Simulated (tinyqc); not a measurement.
From results back to parameters: density of states of one tight-binding band on the simple cubic lattice. Five cases, with inputs chosen for the exercise.

Problem. For E(k) = -2 t (c1 + c2 + c3) - 4 t2 (c1 c2 + c2 c3 + c3 c1), ci = cos(2 pi ki), two differences between symmetry points are known: Gamma = (0, 0, 0), X = (1/2, 0, 0), M = (1/2, 1/2, 0), R = (1/2, 1/2, 1/2).

Find: t; t2; E(R) - E(M).

Method. E(Gamma) = -6t - 12 t2, E(X) = -2t + 4 t2, E(M) = 2t + 4 t2, E(R) = 6t - 12 t2.

Case 1.

E(X) - E(Gamma) = 5.5200 eV
E(M) - E(X) = 5.5200 eV

Solution.

t = 1.380 eV
t2 = 0.000 eV
E(R) - E(M) = 5.520 eV

Case 2.

E(X) - E(Gamma) = 7.6400 eV
E(M) - E(X) = 5.5600 eV

Solution.

t = 1.390 eV
t2 = 0.130 eV
E(R) - E(M) = 3.480 eV

Case 3.

E(X) - E(Gamma) = 10.0800 eV
E(M) - E(X) = 8.9600 eV

Solution.

t = 2.240 eV
t2 = 0.070 eV
E(R) - E(M) = 7.840 eV

Case 4.

E(X) - E(Gamma) = 6.9600 eV
E(M) - E(X) = 6.9600 eV

Solution.

t = 1.740 eV
t2 = 0.000 eV
E(R) - E(M) = 6.960 eV

Case 5.

E(X) - E(Gamma) = 10.2800 eV
E(M) - E(X) = 9.6400 eV

Solution.

t = 2.410 eV
t2 = 0.040 eV
E(R) - E(M) = 9.000 eV

Computed by tinyqc, one run a case: `OMP_NUM_THREADS=1 python tinyqc.py N N+1 out.jsonl` with N = 1680103, 1680104, 1680249, 1680290, 1680301; one thread of a shared Intel(R) Xeon(R) Processor @ 2.30GHz, about 0.3 s a run at most.
